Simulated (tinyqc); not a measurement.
Special k points of the fcc lattice: sweeps and comparisons. A value that a table varies takes the place of the one given here.

Lattice vectors in units of a: a1 = (0, 1/2, 1/2), a2 = (1/2, 0, 1/2), a3 = (1/2, 1/2, 0); reciprocal vectors b_i with a_i . b_j = 2 pi delta_ij. Mesh: k = sum_i f_i b_i with f_i = (2 j_i + shift)/(2 N), j_i = 0 .. N-1. The point group of the lattice has 48 operations; only those that map the mesh onto itself are used.

A_m(k) = sum over the m-th star of lattice vectors R of cos(k . R), stars in order of length: m = 1: |R|^2 = 0.5, 12 vectors, such as (1, 0, 0) in the basis a_i; m = 2: |R|^2 = 1, 6 vectors, such as (1, 1, -1) in the basis a_i; m = 3: |R|^2 = 1.5, 24 vectors, such as (2, 0, -1) in the basis a_i; m = 4: |R|^2 = 2, 12 vectors, such as (2, 0, 0) in the basis a_i; m = 5: |R|^2 = 2.5, 24 vectors, such as (2, 1, -1) in the basis a_i; m = 6: |R|^2 = 3, 8 vectors, such as (3, -1, -1) in the basis a_i. The zone mean of every A_m is zero.

Test function, the lower band of a two-band insulator: E(k) = -sqrt(D^2 + (e0 - t A_1(k))^2).

Values chosen for the exercise (the lattice of Si, GaAs, Cu and Al; the results hold for these values, not for the real material): D = 1.21 eV (half gap term); t = 0.49 eV (coupling); e0 = 3.35 eV (offset); N = 5 (points along each reciprocal vector); shift = 0 (half steps).

## Mesh size and shift

Errors of the mean of E against the unshifted mesh with N = 24. The fifth column is |R|^2 of the shortest star with a non-zero mean.

Meshes:
```
mesh       points  irreducible  operations  |R|^2 missed  error (meV)
1 Gamma         1            1          48          0.50      931.705
1 shifted       1            1          12          1.00      174.340
2 Gamma         8            3          48          2.00     -437.599
2 shifted       8            2          12          4.00       44.857
3 Gamma        27            4          48          4.50      -30.351
3 shifted      27            6          12          9.00      -11.950
4 Gamma        64            8          48          8.00       17.605
4 shifted      64           10          12         16.00        2.575
5 Gamma       125           10          48         12.50        1.330
5 shifted     125           19          12           >16       -0.279
6 Gamma       216           16          48           >16       -2.537
6 shifted     216           28          12           >16       -0.085
```

reference mean = -3.73617 eV

The shifted mesh has the smaller error for 6 of 6 values of N and the larger for 0. The cheapest mesh within 1 meV is 5 shifted, with 19 irreducible points. A mesh misses the lattice vectors N (n1 a1 + n2 a2 + ...); the half shift gives each the sign (-1)^(n1 + n2 + ...), so the 12 shortest ones add up to 0 in place of 12: they cancel. The shift lowers the symmetry; it leaves more irreducible points for N = 3, 4, 5 and 6; it leaves fewer irreducible points for N = 2.

## Gap and mesh density

D takes the values listed; errors against the unshifted mesh with N = 30, for unshifted meshes.

Errors (meV):
```
D (eV)  reference (eV)     N = 2   N = 4    N = 6  N = 8
0.2            -3.4778  -510.064  37.765  -13.770  4.268
0.4            -3.5047  -499.308  34.489  -10.269  3.322
0.8            -3.5970  -470.479  25.417   -5.229  1.347
1.5            -3.8575  -414.588  13.447   -1.516  0.208
2.5            -4.3911  -344.439   5.356   -0.268  0.014
4.0            -5.4250  -268.424   1.577   -0.026  0.000
```

The first listed N from which the error stays below 0.5 meV is none for D = 0.2, none for D = 0.4, none for D = 0.8, 8 for D = 1.5, 6 for D = 2.5, 6 for D = 4 eV. A larger D makes the function smoother, so its Fourier coefficients fall faster with |R|.

## One point for the whole zone

The mean-value (Baldereschi) point is taken at k = (2 pi/a) (0.6223, 0.2953, 0), that is f = (0.1477, 0.3111, 0.4588); the reference is the mesh with N = 24.

Single points:
```
point                     A_1     A_2     A_3     A_4   E (eV)
Gamma                  12.000   6.000  24.000  12.000  -2.8045
mean-value point        0.000   0.000  -4.405  -3.192  -3.5617
zone-face centre b1/2   0.000  -6.000   0.000  12.000  -3.5618
```

reference mean = -3.7362 eV

The mean-value point makes A_1 and A_2 vanish. Its error is +174 meV, against +932 meV at Gamma and +174 meV at b1/2. E is not linear in A_1; its powers hold sums of nearest vectors and a non-zero mean, so this point is not exact. A_1 has the same value at b1/2, and E depends on A_1 alone, so this test cannot tell the two points apart.

## What moves the zone average

Mean of E over the mesh, and its error against the unshifted mesh with N = 24. Each row changes one parameter from the base and keeps the others.

Results:
```
case          mean (eV)  error (meV)  irreducible points
base            -3.7348         1.33                  10
N = 6           -3.7387        -2.54                  16
shift = 1       -3.7364        -0.28                  19
D = 0.847 eV    -3.6074         3.47                  10
t = 0.637 eV    -3.9429       -13.84                  10
```

The largest shifts from the base row, up to three for each result and ties (the steps differ in size, so this ranks the rows, not the parameters). mean (eV): t -0.2081, D +0.1274, N -0.0039. error (meV): t -15.17, N -3.87, D +2.14. irreducible points: shift +9, N +6; unchanged at the printed digits by D and t.

tinyqc: `OMP_NUM_THREADS=1 python tinyqc.py 1680464 1680465 out.jsonl`; about 0.2 s, one thread, shared Intel(R) Xeon(R) Processor @ 2.30GHz.
